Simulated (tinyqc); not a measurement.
Inside a calculation. Model: disorder broadening of a flat band (such as a Landau level) in the self-consistent Born approximation.

Program tinyqc, `OMP_NUM_THREADS=1 python tinyqc.py 2720040 2720041 out.jsonl`; Intel Xeon 2.30GHz, shared host, one thread, about 0.01 s. Printed values are rounded.

The local Green function is G = g0(z - Sigma) with z = E + i eta and g0(z) = 1/z; the self-energy is Sigma = D G. The density of states is -Im G/pi.

Parameters, values chosen for the exercise: variance of the random potential D = 0.32 eV^2; bare broadening eta = 0.15 eV; energy from the band centre E = -0.195 eV; mixing mix = 0.3.

Constants: q = 1.602176634e-19 C, hbar = 1.054571817e-34 J s. Results are converted to the units shown.

Range of the model: The self-consistent Born approximation misses band tails from rare fluctuations and localisation.

## Iteration 1: Born step

Sigma at the start = 0.00000+0.00000i eV

G = g0(z - Sigma), Sigma(out) = D G, Sigma(new) = Sigma + mix (Sigma(out) - Sigma).

G = -3.22181-2.47831i 1/eV
Sigma(out) = -1.03098-0.79306i eV
Sigma after iteration 1 = -0.309294-0.237918i eV

Sigma(out) of this first step, from Sigma = 0, is the plain (first) Born approximation.

## Iteration 2: Born step

As before.

G = 0.69886-2.37196i 1/eV
Sigma(out) = 0.223634-0.759026i eV
Sigma after iteration 2 = -0.149415-0.394251i eV

## Iteration 3: Born step

As before.

G = -0.15282-1.82459i 1/eV
Sigma(out) = -0.048903-0.583869i eV
Sigma after iteration 3 = -0.119262-0.451136i eV

## Course of the iteration

Stop when |Sigma(out) - Sigma| is below 1e-10 eV, or after 300 iterations; the start is Sigma = 0.

Course of the iteration:
```
iteration  Re Sigma (eV)  Im Sigma (eV)  |Sigma(out) - Sigma| (eV)
1              -0.309294      -0.237918                       1.30
2              -0.149415      -0.394251                      0.745
3              -0.119262      -0.451136                      0.215
4              -0.103289      -0.472997                     0.0902
5              -0.094505      -0.481923                     0.0417
6              -0.089717      -0.485516                     0.0200
7              -0.087159      -0.486885                    9.67e-3
8              -0.085823      -0.487352                    4.72e-3
9              -0.085142      -0.487476                    2.31e-3
...                  ...            ...                        ...
25             -0.084498      -0.487395                    2.55e-8
26             -0.084498      -0.487395                    1.25e-8
27             -0.084498      -0.487395                    6.13e-9
28             -0.084498      -0.487395                    3.01e-9
29             -0.084498      -0.487395                    1.47e-9
30             -0.084498      -0.487395                   7.22e-10
31             -0.084498      -0.487395                   3.54e-10
32             -0.084498      -0.487395                   1.73e-10
33             -0.084498      -0.487395                   8.50e-11
```

Converged in 33 iterations. At the solution d Sigma(out)/d Sigma = -0.720+0.257i, so the error shrinks by |1 - mix + mix times that| = 0.490 a step.

## Density of states and lifetime

converged Sigma = -0.084498-0.487395i eV

G = Sigma/D, density of states -Im G/pi, lifetime hbar/(2 |Im Sigma|); without disorder the density of states is -Im g0(z)/pi. Closed form: G = (z - sqrt(z^2 - 4 D))/(2 D) with the root that gives Im G < 0; for eta -> 0 a semi-ellipse of half-width 2 sqrt(D).

density of states = 0.484820 1/eV
lifetime = 0.675235 fs
density of states without disorder = 0.788872 1/eV

Disorder makes the density of states at this energy 39 % below the clean value.
